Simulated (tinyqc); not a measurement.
Modulation-doped quantum well, Poisson-Schroedinger loop: two steps of the calculation.

A well of width L centred at z = 0 between barriers Vb; effective-mass electrons in two equivalent valleys, parabolic bands. The electrons come from donor sheets outside the mesh, a share fL of Ns on the left and the rest on the right, so the structure is neutral. Energies are counted from the band edge of the well, with U = 0 on the first node in the Hartree part.

Inputs (values chosen for the exercise); material values those of a made-up well:
- eps_r = 12.7 (relative permittivity (all layers))
- hz = 0.5 nm (mesh step)
- Ns = 7.7e11 cm^-2 (sheet density of electrons)
- fL = 0.5 (share of the donors on the left side)
- a = 0.3 (mixing factor)

Constants: q = 1.602176634e-19 C, hbar = 1.054571817e-34 J s, m0 = 9.1093837015e-31 kg, eps0 = 8.8541878128e-14 F/cm where lengths are in cm, hbar^2/(2 m0) = 0.0380998212 eV nm^2. Results are converted to the units shown.

Problem 1. Levels and probability densities. Tridiagonal Hamiltonian with psi = 0 one step beyond both ends: H_ii = C (1/m_(i-1/2) + 1/m_(i+1/2))/hz^2 + V0_i + U_i, H_(i,i+1) = -C/(m_(i+1/2) hz^2), C = hbar^2/(2 m0). The lowest 3 level(s) are kept, normalised to hz sum |psi|^2 = 1.

```
node  fixed potential V0 (eV)  self-consistent potential U at the start (eV)
1                  0.18800000                                              0
2                  0.18800000                                              0
3                  0.18800000                                              0
4                  0.00000000                                              0
5                  0.00000000                                              0
6                  0.00000000                                              0
7                  0.00000000                                              0
8                  0.00000000                                              0
9                  0.00000000                                              0
10                 0.00000000                                              0
11                 0.00000000                                              0
12                 0.18800000                                              0
13                 0.18800000                                              0
14                 0.18800000                                              0
```

mass on the intervals 1/2, 3/2, ... (mean of both at an interface) (m0): 1.1  1.1  1.1  1.1  1.1  1.1  1.1  1.1  1.1  1.1  1.1  1.1  1.1  1.1  1.1

Wanted: levels; |psi|^2 of E1; |psi|^2 of E2; |psi|^2 of E3.

Solution 1.

levels (eV): E1 0.01359, E2 0.05280, E3 0.11292

```
node  |psi|^2 of E1 (1/nm)  |psi|^2 of E2 (1/nm)  |psi|^2 of E3 (1/nm)
1                  0.00010               0.00063               0.00296
2                  0.00110               0.00555               0.01915
3                  0.00963               0.03867               0.08840
4                  0.08210               0.26082               0.38114
5                  0.19966               0.39704               0.18855
6                  0.31733               0.25946               0.01058
7                  0.39008               0.03783               0.30923
8                  0.39008               0.03783               0.30923
9                  0.31733               0.25946               0.01058
10                 0.19966               0.39704               0.18855
11                 0.08210               0.26082               0.38114
12                 0.00963               0.03867               0.08840
13                 0.00110               0.00555               0.01915
14                 0.00010               0.00063               0.00296
```

Problem 2. Density, output potential and mixing. n_i = sum_k N_k |psi_k|^2 (converted to cm^-3). Hartree part by Gauss: on the interval after node i the enclosed sheet charge is S_i = fL Ns - hz sum_(j<=i) n_j, and U_(i+1) = U_i + q S_i hz/(eps0 eps_r) in eV, U_1 = 0. Mixing: U(new) = U + a (U(out) - U).

columns A: node; B: z (nm); C: self-consistent potential U at the start (eV); D: |psi|^2 of E1 (1/nm); E: |psi|^2 of E2 (1/nm); F: |psi|^2 of E3 (1/nm)
```
A       B  C           D           E           F
1   -3.25  0  0.00010402  0.00062665  0.00296384
2   -2.75  0  0.00110475  0.00554935  0.01915010
3   -2.25  0  0.00962744  0.03867081  0.08839718
4   -1.75  0  0.08209579  0.26081611  0.38113934
5   -1.25  0  0.19965717  0.39704347  0.18854844
6   -0.75  0  0.31732800  0.25946285  0.01057599
7   -0.25  0  0.39008284  0.03783077  0.30922511
8    0.25  0  0.39008284  0.03783077  0.30922511
9    0.75  0  0.31732800  0.25946285  0.01057599
10   1.25  0  0.19965717  0.39704347  0.18854844
11   1.75  0  0.08209579  0.26081611  0.38113934
12   2.25  0  0.00962744  0.03867081  0.08839718
13   2.75  0  0.00110475  0.00554935  0.01915010
14   3.25  0  0.00010402  0.00062665  0.00296384
```

N_k (cm^-2): E1 7.6688978e11, E2 3.1098629e9, E3 3.6178432e5

Wanted: n; U(out); U after round 1.

Solution 2.

```
node  n (1e18 cm^-3)  U(out) (eV)  U after round 1 (1e-3 eV)
1              0.001      0.00000                      0.000
2              0.009      0.00274                      0.823
3              0.075      0.00548                      1.645
4              0.638      0.00819                      2.458
5              1.543      0.01068                      3.204
6              2.442      0.01262                      3.785
7              2.993      0.01368                      4.105
8              2.993      0.01368                      4.105
9              2.442      0.01262                      3.785
10             1.543      0.01068                      3.204
11             0.638      0.00819                      2.458
12             0.075      0.00548                      1.645
13             0.009      0.00274                      0.823
14             0.001      0.00000                      0.000
```

Computed by the program tinyqc: `OMP_NUM_THREADS=1 python tinyqc.py 2140017 2140018 out.jsonl`, one thread of a shared Intel Xeon 2.30GHz, about 0.1 s for the whole run.
